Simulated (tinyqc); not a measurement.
Size effects in the resistivity of thin metal films and interconnect lines: one step, computed by the program tinyqc.

Electrons lose their drift at surfaces (a share 1 - p of the hits) and at grain boundaries (reflection R), besides bulk scattering.

Task: Grain boundaries. Mayadas-Shatzkes: alpha = (lambda/D) R/(1 - R); rho_b/rho = 1 - 3 alpha/2 + 3 alpha^2 - 3 alpha^3 ln(1 + 1/alpha).

Inputs (values chosen for the exercise, modelled on platinum): bulk mean free path lambda = 7.79 nm; grain-boundary reflection R = 0.62.

Geometry: film.

grain size D = 25 nm

Give: alpha; rho/rho_b from grains.

Result:

alpha = 0.5084

rho/rho_b from grains = 1.712

The linear estimate 1 + 3 alpha/2 gives 1.763, 3 % high; at large alpha the slope is 4/3.
